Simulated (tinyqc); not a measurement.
Modes across the composition range: two-mode optical phonons of a ternary alloy from two coupled oscillators. Computed by tinyqc, a small Python program. Command: `OMP_NUM_THREADS=1 python tinyqc.py 3027042 3027043 out.jsonl twomode walk`. One thread of a shared host (Intel(R) Xeon(R) Processor @ 2.30GHz), about 0.01 s of CPU time with the checks.

An alloy A(x)B(1-x)C has an A-C and a B-C bond oscillator. Each TO frequency moves linearly from the impurity mode (dilute end) to the TO of the pure crystal; each strength is proportional to the number of bonds.

Inputs (values chosen for the exercise, for a model alloy):

| quantity | value | unit |
|---|---|---|
| omega_TO of pure AC | 511 | 1/cm |
| omega_LO of pure AC | 583 | 1/cm |
| omega_TO of pure BC | 348 | 1/cm |
| omega_LO of pure BC | 390 | 1/cm |
| eps_inf of AC | 11.9 | - |
| eps_inf of BC | 8.34 | - |
| impurity mode of A in BC | 513 | 1/cm |
| impurity mode of B in AC | 319 | 1/cm |

Method:
- omega_1 = (impurity mode of A) + x (omega_TO,AC - impurity mode of A); omega_2 = (impurity mode of B) + (1 - x)(omega_TO,BC - impurity mode of B); eps_inf = x eps_AC + (1 - x) eps_BC; strengths W_1 = x eps_AC (omega_LO,AC^2 - omega_TO,AC^2), W_2 = (1 - x) eps_BC (omega_LO,BC^2 - omega_TO,BC^2).
- eps(omega) = eps_inf + W_1/(omega_1^2 - omega^2) + W_2/(omega_2^2 - omega^2) = 0 is the eigenproblem of the matrix [[omega_1^2 + W_1/eps_inf, sqrt(W_1 W_2)/eps_inf], [sqrt(W_1 W_2)/eps_inf, omega_2^2 + W_2/eps_inf]] for omega_LO^2.
- The polar coupling of mode j is c_j = (u_j . sqrt(W))^2/(eps_inf^2 omega_j^2), u_j its eigenvector and omega_j here its LO frequency; the c_j add up to 1/eps_inf - 1/eps_s. Froehlich constant alpha_j = (e^2/(4 pi eps_0)) c_j k_j/(2 E_j), E_j = h c omega_j, k_j = sqrt(m* E_j/(hbar^2/(2 m_0))).

Frequencies (1/cm):

| x | TO, A-C | TO, B-C | lower LO | upper LO | coupling share of the upper LO | eps_s |
|---|---|---|---|---|---|---|
| 0.02 | 512.96 | 347.42 | 387.60 | 515.69 | 0.06472 | 10.581 |
| 0.10 | 512.80 | 345.10 | 378.99 | 525.32 | 0.26597 | 11.006 |
| 0.20 | 512.60 | 342.20 | 369.76 | 535.44 | 0.43906 | 11.532 |
| 0.35 | 512.30 | 337.85 | 357.93 | 547.94 | 0.61519 | 12.308 |
| 0.50 | 512.00 | 333.50 | 347.62 | 558.22 | 0.73876 | 13.070 |
| 0.65 | 511.70 | 329.15 | 338.32 | 566.92 | 0.83366 | 13.816 |
| 0.80 | 511.40 | 324.80 | 329.71 | 574.42 | 0.91157 | 14.545 |
| 0.90 | 511.20 | 321.90 | 324.26 | 578.89 | 0.95744 | 15.022 |
| 0.98 | 511.04 | 319.58 | 320.04 | 582.21 | 0.99170 | 15.397 |

What does the comparison show, and why?

The upper LO moves from 515.7 to 582.2 and the lower from 387.6 to 320.0 per cm. At each dilute end one LO-TO pair closes onto an impurity mode. The upper LO shifts by +0.63 per cm for each per cent of x near the middle, which is how Raman spectra measure composition. Its share of the polar coupling passes one half between x = 0.2 and 0.35.
